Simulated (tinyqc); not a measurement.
Inside a calculation. Method: sp3 tight binding, zinc-blende lattice. One step of it, computed by the program tinyqc.

Question. Levels at G. Diagonalise the Hermitian matrix.

H(k) at G (eV):
```
             a s       a px       a py       a pz         c s       c px       c py       c pz
a s   -14.510000   0.000000   0.000000   0.000000  -10.405300   0.000000   0.000000   0.000000
a px    0.000000  -6.350000   0.000000   0.000000    0.000000   3.792819   0.000000   0.000000
a py    0.000000   0.000000  -6.350000   0.000000    0.000000   0.000000   3.792819   0.000000
a pz    0.000000   0.000000   0.000000  -6.350000    0.000000   0.000000   0.000000   3.792819
c s   -10.405300   0.000000   0.000000   0.000000  -11.680000   0.000000   0.000000   0.000000
c px    0.000000   3.792819   0.000000   0.000000    0.000000  -4.870000   0.000000   0.000000
c py    0.000000   0.000000   3.792819   0.000000    0.000000   0.000000  -4.870000   0.000000
c pz    0.000000   0.000000   0.000000   3.792819    0.000000   0.000000   0.000000  -4.870000
```

Give: eigenvalues.

Answer.

eigenvalues (eV): -23.5961  -9.4743  -9.4743  -9.4743  -2.5939  -1.7457  -1.7457  -1.7457
